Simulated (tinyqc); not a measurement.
Donor binding, ionisation and the Mott limit: one step of the calculation.

Hydrogenic donor: Ry = (m0 q^3/(8 eps0^2 h^2)) me/eps_r^2 in eV, E0 = cc Ry, radius a = q/(8 pi eps0 eps_r E0), Mott density Nm = (0.26/a)^3. Below Nm the level sinks as Ed = E0 [1 - (N/Nm)^(1/3)]. Neutrality: Nc F12(eta) = N/(1 + 2 exp(eta + Ed/kB T)), F12(x) = (2/sqrt(pi)) int_0^infinity sqrt(u)/(1 + exp(u - x)) du.

Task. Ionisation. Solve the neutrality equation for eta. Boltzmann form: with k = (Nc/2) exp(-Ed/kB T) the ionised share is [-k + sqrt(k^2 + 4 k N)]/(2 N).

Parameters, values chosen for the exercise; band and dielectric values close to those of silicon:
- T = 300 K (temperature)
- Nc = 2.77e19 cm^-3 (conduction-band density of states at 300 K)
- N = 1.5e16 cm^-3 (donor density)

Constants: q = 1.602176634e-19 C, kB = 1.380649e-23 J/K, Vt = kB T/q. Results are converted to the units shown.

Ed = 20.604117 meV

Find: eta; ionised share; n; ionised share, Boltzmann form.

Result.

eta = -7.523
ionised share = 99.76 %
n = 1.496e16 cm^-3
ionised share, Boltzmann form = 99.76 %

With the level held at E0 the share would be 99.7 %.

Range of the model: A sharp level with degeneracy 2 overstates freeze-out near Nm, where the impurity band broadens and merges with the conduction band.

Program tinyqc, `OMP_NUM_THREADS=1 python tinyqc.py 2330028 2330029 out.jsonl`; Intel Xeon 2.30GHz, shared host, one thread, about 0.01 s.
